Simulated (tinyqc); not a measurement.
Transfer length from front and end resistance.

Inverse problem. A contact of length d and width W has Rc = (Rsh Lt/W) coth(d/Lt) and Re = (Rsh Lt/W)/sinh(d/Lt), with Rsh the sheet resistance under the metal and Lt = sqrt(rc/Rsh). Find Lt, Rsh and rc.

Inputs (values chosen for the exercise):
```
symbol,value,unit,meaning
d,0.045,um,contact length
W,39,um,contact width
```

Rc = 9.1859350 ohm
Re = 9.0822855 ohm

Answer. Rc/Re = cosh(d/Lt) gives Lt, and Re then gives Rsh.

Lt = 0.2981 um
Rsh = 180.0 ohm/sq
rc = 1.600e-7 ohm cm^2

Numbers from tinyqc (`OMP_NUM_THREADS=1 python tinyqc.py 2760114 2760115 out.jsonl`; about 0.01 s on one thread of a shared Intel Xeon 2.30GHz).
